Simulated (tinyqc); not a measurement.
# Stacked nanosheet transistor, parasitic resistance, capacitance and delay, step by step

tinyqc, about 0.07 s, one thread, Intel Xeon 2.30GHz (shared host): `OMP_NUM_THREADS=1 python tinyqc.py 2170008 2170009 out.jsonl` Printed values are rounded.

Ns sheets share one contact on top; each has perimeter p = 2 (Ws + ts) and cross-section A = Ws ts; contact width Wc = Ws + 10 nm, stack height Hs = Ns pv. Sheet 1 is the top one. Contact length Lc = CPP - Lg - 2 Lsp, shared by two neighbouring gates. Source and drain sides are equal. The formulas are first-order estimates, not field solutions.

Values chosen for this exercise; values close to those of silicon logic devices: temperature T = 300 K; number of sheets Ns = 3; sheet width Ws = 30 nm; sheet thickness ts = 5 nm; vertical pitch of the sheets pv = 16 nm; vertical resistance between sheet levels rv = 77 ohm; contacted gate pitch CPP = 70 nm; gate length Lg = 12 nm; spacer length Lsp = 8 nm; relative permittivity of the spacer ks = 4; gate height above the channel stack Hc = 25 nm; contact resistivity rc = 1.8e-9 ohm cm^2; resistivity of the source-drain epitaxy re = 0.00033 ohm cm; current-carrying depth of the epitaxy te = 20 nm; resistivity of the extension rx = 0.0004 ohm cm; gate overlap Lov = 1.5 nm; inversion capacitance Cinv = 3.6 uF/cm^2; injection velocity vx = 1.3e7 cm/s; apparent mobility mu = 310 cm^2/(V s); threshold at zero drain voltage VT = 0.29 V; barrier lowering dl = 0.074 V/V; subthreshold factor n = 1.17; wire load Cw = 0.33 fF; supply voltage Vdd = 0.75 V.

Constants: q = 1.602176634e-19 C, kB = 1.380649e-23 J/K, eps0 = 8.8541878128e-12 F/m, Vt = kB T/q. Results are converted to the units shown.

## Geometry and resistances

Epitaxy sheet resistance Rsh = re/te, transfer length LT = sqrt(rc/Rsh), contact Rc = [sqrt(rc Rsh)/Wc] coth(Lc/(2 LT)); extension of one sheet Rx = rx Lsp/A. Effective width N p; for equal currents and rv = 0 one side has Rc + Rx/N.

Lc = 42 nm
effective width = 210 nm
Rsh = 165 ohm
LT = 33.02891 nm
Rc = 242.4113 ohm
Rx = 213.3333 ohm
one side times effective width = 65.83971 ohm um

Lc/2 is 0.64 transfer lengths, and Rc is 13 % above the area limit rc/(Wc Lc/2). The contact makes up 77.3 % of one side.

## Capacitances

With N sheets: gate Cg = Cinv p N Lg; per side, plate Cp = ks eps0 [Wc (Hs + Hc) - N A]/Lsp, top fringe Cf = (2/pi) ks eps0 Wc ln(1 + Lg/(2 Lsp)), overlap Co = Cinv p N Lov. Cs = Cp + Cf + Co. An inverter of two such devices driving an equal one has the load CL = 2 (Cg + 2 Cs) + 4 Cs + Cw (its own drains counted twice for the Miller effect).

Cg = 90.72 aF
Cp = 10.93492 aF
Cf = 0.5047064 aF
Co = 11.34 aF
CL = 693.6770 aF

The channel capacitance gives 26.2 % of CL, the parasitic parts 26.3 % and the wire 47.6 %.

## Iteration 1: sheet currents at Vgs = Vdd, Vds = Vdd/2

I at the start (uA): sheet 1 0, sheet 2 0, sheet 3 0

One sheet: I = p Q vx u/(1 + |u|^1.8)^(1/1.8), Q = Cinv n Vt ln(1 + exp((Vg' - VT + dl Vd')/(n Vt))), u = Vd' mu/(vx Lg), Vg' = Vgs - v, Vd' = Vds - 2 v, with the drop on each side v_j = Rc sum I + rv (sum over levels k = 2..j of the current of sheets k..Ns) + Rx I_j. I(new) = I + 0.5 (I(out) - I).

drop v (mV): sheet 1 0, sheet 2 0, sheet 3 0
I(out) (uA): sheet 1 157.4469, sheet 2 157.4469, sheet 3 157.4469
I after iteration 1 (uA): sheet 1 78.72347, sheet 2 78.72347, sheet 3 78.72347

## Iteration 2: sheet currents at Vgs = Vdd, Vds = Vdd/2

As before.

drop v (mV): sheet 1 74.04473, sheet 2 86.16814, sheet 3 92.22985
I(out) (uA): sheet 1 127.3059, sheet 2 121.9570, sheet 3 119.1897
I after iteration 2 (uA): sheet 1 103.0147, sheet 2 100.3402, sheet 3 98.95659

## Course of the iteration: sheet currents at Vgs = Vdd, Vds = Vdd/2

Stop when the largest change of I is below 1e-6 uA, or after 80 iterations.

Course of the iteration:
```
iteration,total I (uA),largest |change| of one entry (uA)
1,236.1704,78.7
2,302.3115,24.3
3,318.6028,7.38
4,322.2699,2.37
5,323.1152,0.847
6,323.3307,0.329
7,323.3939,0.135
8,323.4153,0.0565
9,323.4233,0.0240
...,...,...
13,323.4286,8.16e-4
14,323.4287,3.51e-4
15,323.4287,1.51e-4
16,323.4287,6.51e-5
17,323.4287,2.81e-5
18,323.4287,1.21e-5
19,323.4287,5.21e-6
20,323.4287,2.25e-6
21,323.4287,9.68e-7
```

Converged in 21 iterations. At the end each change is about 0.43 times the one before: linear convergence. The bottom sheet carries 89.9 % of the current of the top one.

## Effective current, delay and energy

IH = I(Vdd, Vdd/2) = 323.4287 uA
IL = I(Vdd/2, Vdd), solved likewise = 98.97409 uA

Ieff = (IH + IL)/2, delay CL Vdd/(2 Ieff), energy CL Vdd^2, with CL the load of an inverter that drives an equal one.

Ieff = 211.2014 uA
delay = 1.231663 ps
energy = 390.1933 aJ

Without any series resistance Ieff would be 305 uA, so the resistances cost 30.8 %.
